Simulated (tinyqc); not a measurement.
# Which input was changed?

Model: speciation in dilute and buffered hydrofluoric acid, oxide etch rate and bath loading. Computed by tinyqc, a small Python program. Command: `OMP_NUM_THREADS=1 python tinyqc.py 3121207 3121208 out.jsonl hfetch which`. One thread of a shared host (Intel(R) Xeon(R) Processor @ 2.30GHz), about 0.02 s of CPU time with the checks.

Concentrations stand for activities, NH4+ and Cl- are spectators, and water ionisation is neglected. H, F and HF2 denote the ions H+, F- and HF2-. The base temperature is 298 K.

Inputs (values chosen for the exercise, of the order of those for thermal oxide at room temperature): HF added = 0.053 mol/L; NH4F added = 0 mol/L; HCl added = 0 mol/L; K1 = [H][F]/[HF] = 0.000726 mol/L; K2 = [HF2]/([HF][F]) = 4.51 L/mol; K3 = [H2F2]/[HF]^2 = 0 L/mol; rate constant of neutral HF k_a = 9.3 nm L/(min mol); rate constant of HF2 k_b = 52 nm L/(min mol); activation energy = 0.37 eV; temperature error = 0.96 K; oxide removed per wafer = 230 nm.

Constants: k_B = 8.617333262e-05 eV/K.

Method:
- Fluoride balance: [HF] + [F] + 2 [HF2] + 2 [H2F2] = HF added + NH4F added. Acid balance: [H] + [HF] + [HF2] + 2 [H2F2] = HF added + HCl added. For a trial [H], [HF] = [H][F]/K1, and the fluoride balance is a quadratic in [F].
- The root is refined to 1e-13 in pH = -log10 [H].
- Rate = k_a ([HF] + 2 [H2F2]) + k_b [HF2], an empirical two-term form.
- Time = oxide/rate; a temperature error changes the rate by exp((E_a/k_B)(1/298 - 1/(298 + error))) - 1.

Question. One of these inputs alone was changed, within the range given: HF added (0.0265 to 0.106); K1 = [H][F]/[HF] (0.000363 to 0.001452); rate constant of neutral HF k_a (4.65 to 18.6); rate constant of HF2 k_b (26 to 104). Which one, and to what value?

Results:
```
run     etch rate (nm/min)  share of HF2 in the rate (%)        pH
before           0.4801636                      11.67213  2.199415
after            0.6754982                      13.09000  2.115025
```

Answer.

Each candidate set to reproduce etch rate, and what it then gives:
```
candidate                                               range searched  value needed  share of HF2 in the rate (%)      pH
HF added (mol/L)                                       0.0265 to 0.106       0.07250                        13.090  2.1150
K1 = [H][F]/[HF] (mol/L)                          0.000363 to 0.001452  out of reach                             -       -
rate constant of neutral HF k_a (nm L/(min mol))          4.65 to 18.6         13.58                         8.297  2.1994
rate constant of HF2 k_b (nm L/(min mol))                    26 to 104  out of reach                             -       -
```

Only HF added fits every result: it went from 0.053 to 0.0725 mol/L. The next best candidate, rate constant of neutral HF k_a, misses one result by 37 %.
